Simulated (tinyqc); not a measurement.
Inside a calculation. Model: reverse leakage of an n+-p junction: diffusion, generation, trap-assisted and band-to-band tunnelling.

Computed by the program tinyqc: `OMP_NUM_THREADS=1 python tinyqc.py 2290035 2290036 out.jsonl`, one thread of a shared Intel Xeon 2.30GHz, about 0.01 s for the whole run. Printed values are rounded; ~0 in a residual or rate marks an entry under 1e-11 of the largest of its column.

One-sided abrupt junction in the depletion approximation, x from the junction (0) to W on the p side, field F = F0 (1 - x/W). Flat quasi-Fermi levels, long p side. Traps generate through SRH with both lifetimes shortened by 1 + Gamma (Hurkx enhancement, form for moderate fields); band-to-band generation is local and needs a total bending above Eg.

Values chosen for this exercise; band and dielectric values close to those of silicon: temperature T = 358 K; band gap Eg = 1.1 eV; relative permittivity eps_r = 11.8; conduction-band density of states at T Nc = 3.61e19 cm^-3; valence-band density of states at T Nv = 3.44e19 cm^-3; acceptor density of the lighter side Na = 1.6e16 cm^-3; donor density of the heavier side Nd = 1e20 cm^-3; SRH lifetime of both carriers at zero field tau = 7e-8 s; trap level above the intrinsic level Et = -0.14 eV; tunnelling mass mt = 0.23 m0; electron diffusion coefficient on the lighter side Dn = 5.6 cm^2/s; band-to-band prefactor Ab = 6.6e14 cm^-0.5 V^-2.5 s^-1; band-to-band field constant Bb = 1.89e7 V/cm; reverse bias VR = 1.7 V.

Constants: q = 1.602176634e-19 C, kB = 1.380649e-23 J/K, hbar = 1.054571817e-34 J s, m0 = 9.1093837015e-31 kg, Vt = kB T/q, eps0 = 8.8541878128e-14 F/cm where lengths are in cm. Results are converted to the units shown.

Range of the model: The n+ side is degenerate, so Vbi from Boltzmann statistics is only a guide.

## Field, scales and diffusion current

ni = sqrt(Nc Nv) exp(-Eg/(2 Vt)), Eg in volts; Vbi = Vt ln(Na Nd/ni^2); W = sqrt(2 eps0 eps_r (Vbi + VR)/(q Na)); F0 = 2 (Vbi + VR)/W; FG = sqrt(24 mt m0 (kB T)^3)/(q hbar); J_diff = q ni^2 sqrt(Dn/tau)(1 - exp(-VR/Vt))/Na.

ni = 6.373190e11 cm^-3
Vbi = 0.8947131 V
W = 459.8962 nm
F0 = 112.8391 kV/cm
FG = 461.1869 kV/cm
J_diff = 3.637886e-8 A/cm^2

## Generation rates across the layer

u = (Vbi + VR)(1 - x/W)^2, p = Na exp(-u/Vt), n = Nd exp((u - Vbi - VR)/Vt); G0 = ni^2 (1 - exp(-VR/Vt))/(tau (n + p + 2 ni cosh(Et/Vt))); Gamma = 2 sqrt(3 pi)(F/FG) exp((F/FG)^2); trap-assisted part G0 Gamma; G_bb = Ab F^2.5 exp(-Bb/F) with F in V/cm, zero unless Vbi + VR > Eg. 15 equal steps.

```
point    x (nm)  F (kV/cm)      Gamma  G0 (cm^-3 s^-1)  G0 Gamma (cm^-3 s^-1)  G_bb (cm^-3 s^-1)
0        0.0000   112.8391   1.594949      5.802503e10            9.254694e10       5.110458e-46
1       30.6597   105.3165   1.477177      2.874511e15            4.246162e15       2.739542e-51
2       61.3195    97.7939   1.361846      9.722008e16            1.323988e17                 ~0
3       91.9792    90.2713   1.248755      9.735228e16            1.215691e17                 ~0
4      122.6390    82.7486   1.137708      9.735229e16            1.107585e17                 ~0
5      153.2987    75.2260   1.028518      9.735229e16            1.001285e17                 ~0
6      183.9585    67.7034  0.9209983      9.735229e16            8.966129e16                 ~0
7      214.6182    60.1808  0.8149707      9.735229e16            7.933926e16                 ~0
8      245.2780    52.6582  0.7102591      9.735200e16            6.914514e16                 ~0
9      275.9377    45.1356  0.6066914      9.731491e16            5.904012e16                 ~0
10     306.5975    37.6130  0.5040987      9.512110e16            4.795042e16                 ~0
11     337.2572    30.0904  0.4023144      5.801022e16            2.333835e16                 ~0
12     367.9170    22.5678  0.3011744      9.465934e15            2.850897e15                  0
13     398.5767    15.0452  0.2005160      1.591158e15            3.190526e14                  0
14     429.2365     7.5226  0.1001780      5.241969e14            5.251301e13                  0
15     459.8962     0.0000          0      3.613107e14                      0                  0
```

## Current components

Each current is q times the trapezoid sum of its rate; J adds J_diff; J_bb under 1e-8 of the sum is given as 0.

J_SRH = 4.649017e-7 A/cm^2
J_TAT = 4.130197e-7 A/cm^2
J_bb = 0 A/cm^2
J = 9.143003e-7 A/cm^2

A fine grid gives J = 9.299e-7 A/cm^2; the coarse sum is 1.7 % below it. On the fine grid the largest part is SRH generation (50.7 %). The simple estimate q ni W/(2 tau cosh(Et/Vt)) is 52 % above the fine-grid J_SRH of 4.712e-7 A/cm^2, since near both edges n or p is large enough to quench generation.
